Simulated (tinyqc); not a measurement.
Elastic trap-assisted tunnelling through a dielectric: one step of the calculation.

Emitter at x = 0 (Fermi level 0), collector at x = t (Fermi level -V), band edge U(x) = phi - F x, F = V/t. A trap at x has the energy E = U(x) - Et. With G(u) = (4/(3 F)) sqrt(mo/C) max(u, 0)^1.5, C = hbar^2/(2 m0): S1 = G(phi - E) - G(Et), S2 = G(Et) - G(phi - V - E), T1,2 = exp(-S1,2). The steady rate through one trap is nu T1 T2 (f1 - f2)/(T1 + T2), f1 = f(E), f2 = f(E + V), f(y) = 1/(1 + exp(y/Vt)); both contacts offer states at E.

Question. The best-placed trap against direct tunnelling. At x = xs: E, S1, S2 and the occupation (T1 f1 + T2 f2)/(T1 + T2). Direct tunnelling at E = 0 has S = (4/(3 F)) sqrt(mo/C) [phi^1.5 - max(phi - V, 0)^1.5].

Values chosen for this exercise; dielectric values close to those of aluminium oxide: temperature T = 300 K; barrier above the emitter Fermi level phi = 2.57 eV; tunnelling mass mo = 0.39 m0; thickness t = 5.7 nm; trap depth below the band edge of the dielectric Et = 2.12 eV; attempt frequency nu = 1e13 1/s; voltage V = 1.7 V.

Constants: q = 1.602176634e-19 C, kB = 1.380649e-23 J/K, hbar = 1.054571817e-34 J s, m0 = 9.1093837015e-31 kg, Vt = kB T/q, hbar^2/(2 m0) = 0.0380998212 eV nm^2. Results are converted to the units shown.

xs = 2.53 nm

Wanted: E; S1; S2; occupation; S of direct tunnelling.

Answer.

E = -0.3046 eV
S1 = 25.56
S2 = 25.94
occupation = 0.5950
S of direct tunnelling = 47.32

Range of the model: Phonon-assisted (inelastic) capture, chains of traps and a spread of trap depths are left out.

Numbers from tinyqc (`OMP_NUM_THREADS=1 python tinyqc.py 2370083 2370084 out.jsonl`; about 0.03 s on one thread of a shared Intel Xeon 2.30GHz).
